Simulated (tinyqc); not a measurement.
Lattice vibrations of a chain, step by step. One step of it, computed by the program tinyqc.

Question. Frequencies. omega^2 are the eigenvalues; wavenumber = 521.4708 sqrt(eigenvalue) 1/cm.

D(q) (eV/(angstrom^2 u)), lower triangle (Hermitian):
```
                     1                    2          3         4
1             0.542042
2            -0.563725             4.645161
3  -0.000402-0.002539i            -0.403699   0.372302
4   0.566049-0.183920i  -0.002500-0.015787i  -0.347413  1.372168
```

Give: eigenvalues; wavenumbers; weights |e|^2 of the mass-weighted modes.

Answer.

eigenvalues: 0.0983  0.3303  1.7447  4.7584

wavenumbers (1/cm): 163.5  299.7  688.8  1137.5

weights |e|^2 of the mass-weighted modes:
```
        mode 1  mode 2  mode 3  mode 4
atom 1  0.4662  0.3458  0.1700  0.0179
atom 2  0.0023  0.0216  0.0023  0.9738
atom 3  0.3106  0.6259  0.0554  0.0080
atom 4  0.2209  0.0067  0.7722  0.0002
```
